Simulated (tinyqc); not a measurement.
# Remanence, coercive field and barrier from the coefficients

Inverse problem. u = al P^2 + be P^4 - E P (P in uC/cm^2, E in kV/cm, u in mJ/cm^3). Find Pr, the polarisation Pc at which dE/dP = 0, Ec and the barrier u(0) - u(Pr).

al = -4.8418693 kV cm/uC
be = 0.020007724 kV cm^5/uC^3

Solution. Pr^2 = -al/(2 be), Pc^2 = -al/(6 be), Ec = -(4/3) al Pc and the barrier is al^2/(4 be).

Pr = 11.0 uC/cm^2
Pc = 6.35 uC/cm^2
Ec = 41.0 kV/cm
barrier = 293 mJ/cm^3

Numbers from tinyqc (`OMP_NUM_THREADS=1 python tinyqc.py 2860106 2860107 out.jsonl`; about 0.01 s on one thread of a shared Intel Xeon 2.30GHz).
